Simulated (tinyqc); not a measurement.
# Bandgap voltage reference from two bipolar transistors: effect of the area ratio of the second transistor

Two transistors of area 1 and N carry the same current I. Is(T) = Is (T/T0)^eta exp[(Vg0 q/kB)(1/T0 - 1/T)], VBE1 = Vt ln(I/Is(T)) + I rb, VBE2 = Vt ln(I/(N Is(T))) + I rb/N. The amplifier forces I R1(T) = VBE1 - VBE2 + Vos, with R(T) = R (1 + tc (T - T0)) for both resistors, and the output is Vref = VBE1 + I R2(T). Base currents and the Early effect are neglected.

Vt = kB T/q; I = (Vt ln N + Vos)/(R1(T) - rb (1 - 1/N)). Box coefficient: span of Vref between 233 and 398 K over its average over T and over 165 K. The last column is the R2 that gives zero slope at T0.

Inputs (values chosen for the exercise); values of the order met in silicon bipolar transistors: reference temperature T0 = 323 K; band-gap voltage extrapolated to 0 K Vg0 = 1.19 V; temperature exponent of the saturation current eta = 4.3; saturation current of the unit transistor at T0 Is = 2.4e-16 A; resistor across which the difference of VBE falls, at T0 R1 = 26 kohm; temperature coefficient of both resistors tc = 0 ppm/K; offset of the amplifier Vos = 0 mV; series resistance of the unit transistor rb = 0 ohm; output resistor at T0 R2 = 216 kohm.

Constants: q = 1.602176634e-19 C, kB = 1.380649e-23 J/K. Results are converted to the units shown.

Result of one run:
```
N	I at T0 (uA)	Vref at T0 (V)	slope at T0 (uV/K)	box coefficient (ppm/K)	R2 for zero slope (kohm)
15	2.899	1.272	-29.39	23.75	219.3
```

What becomes of these results when the area ratio of the second transistor N is changed from 15 to 8, all else the same?

Result of the changed run:
```
N	I at T0 (uA)	Vref at T0 (V)	slope at T0 (uV/K)	box coefficient (ppm/K)	R2 for zero slope (kohm)
8	2.226	1.120	-502.2	438.5	288.9
```

The whole series:
```
N	I at T0 (uA)	Vref at T0 (V)	slope at T0 (uV/K)	box coefficient (ppm/K)	R2 for zero slope (kohm)
2	0.7420	0.7685	-1589	2026	907.8
4	1.484	0.9481	-1033	1072	440.9
8	2.226	1.120	-502.2	438.5	288.9
15	2.899	1.272	-29.39	23.75	219.3
24	3.402	1.385	320.9	239.4	185.5
48	4.144	1.551	834.1	546.7	151.0
100	4.930	1.726	1375	807.5	125.9
```

As N goes from 2 to 100, Vref rises from 0.7685 to 1.726 V and the box coefficient goes from 2030 through a minimum of 23.7 (at N = 15 among the rows listed) to 808 ppm/K. A larger N needs a smaller R2/R1, which lowers the gain seen by offset and noise.

tinyqc, about 0.02 s, one thread, Intel Xeon 2.30GHz (shared host): `OMP_NUM_THREADS=1 python tinyqc.py 2062023 2062024 out.jsonl`
